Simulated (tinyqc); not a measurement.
MOS structure on a p-type body with a surface-enhanced doping, non-linear Poisson equation by Newton steps: effect of the electron quasi-Fermi potential against the body on threshold, swing and body effect.

One dimension, insulator interface at x = 0, acceptor density Na + N0 exp(-x/Ls), net doping C = -(acceptor density). psi is counted from the intrinsic level: n = ni exp((psi - Vb)/Vt), p = ni exp(-psi/Vt); deep in the body psi_b = -Vt ln(Na/ni). The gate acts through Cox = eps0 eox/tox and has the potential psi_G = Vg - (phiM - chi - Vt ln(Nc/ni)). Boltzmann statistics, full ionisation, classical densities, no oxide or interface charge.

ni = sqrt(Nc Nv) exp(-Eg/(2 Vt)), Eg in volts. The Poisson equation d/dx(eps0 eps_r dpsi/dx) = -q (p - n + C), with eps0 eps_r dpsi/dx = -Cox (psi_G - psi_0) at x = 0, is solved on a mesh of about 600 nodes or more. N_inv is the integral of n less its value deep in the body. VT is the Vg at which N_inv = 2e11 cm^-2. m = 1/(dpsi_0/dVg) at N_inv = 1e8 cm^-2; the swing is the Vg between N_inv = 1e8 and 1e9 cm^-2; body coefficient [VT(Vb + 0.05 V) - VT(Vb)]/0.05 V - 1.

Inputs (values chosen for the exercise); band and dielectric values close to those of silicon:
```
symbol    value   unit                                                                 meaning
T           300      K                                                             temperature
Eg         1.12     eV                                                                band gap
eps_r      11.9                                                          relative permittivity
Nc      2.83e19  cm^-3                                  conduction-band density of states at T
Nv      2.61e19  cm^-3                                     valence-band density of states at T
chi        3.99     eV                                                       electron affinity
Na       6.9e17  cm^-3                                       acceptor density deep in the body
eox         3.9         relative permittivity of the gate insulator (close to silicon dioxide)
tox         1.8     nm                                                     insulator thickness
phiM       4.17     eV                                                      gate work function
N0       1.6e18  cm^-3                                   extra acceptor density at the surface
Ls          9.6     nm                                                            decay length
```

Constants: q = 1.602176634e-19 C, kB = 1.380649e-23 J/K, Vt = kB T/q, eps0 = 8.8541878128e-14 F/cm where lengths are in cm. Results are converted to the units shown.

Results:
```
Vb (V)  VT (V)  psi_0 - psi_b at VT (V)   m - 1  swing (mV/decade)  body coefficient
0        0.495                    0.980   0.167               70.3             0.155
0.3      0.838                     1.28   0.136               68.2             0.131
0.6       1.18                     1.59   0.118               67.0             0.115
0.9       1.51                     1.89   0.105               66.2             0.104
1.2       1.84                     2.19  0.0955               65.6            0.0950
1.8       2.49                     2.79  0.0824               64.7            0.0827
```

Estimate the missing row, Vb = 1.5 V.

Computed row:
```
Vb (V)  VT (V)  psi_0 - psi_b at VT (V)   m - 1  swing (mV/decade)  body coefficient
1.5       2.17                     2.49  0.0883               65.1            0.0882
```

With this row back in the table: As Vb goes from 0 to 1.8, VT rises from 0.495 to 2.49 V, the swing falls from 70.3 to 64.7 mV/decade and the body coefficient falls from 0.155 to 0.0827. The swing stays within 1.2 % of m Vt ln 10, and the body coefficient within 0.012 of m - 1.

tinyqc, about 0.4 s, one thread, Intel Xeon 2.30GHz (shared host): `OMP_NUM_THREADS=1 python tinyqc.py 2080152 2080153 out.jsonl`
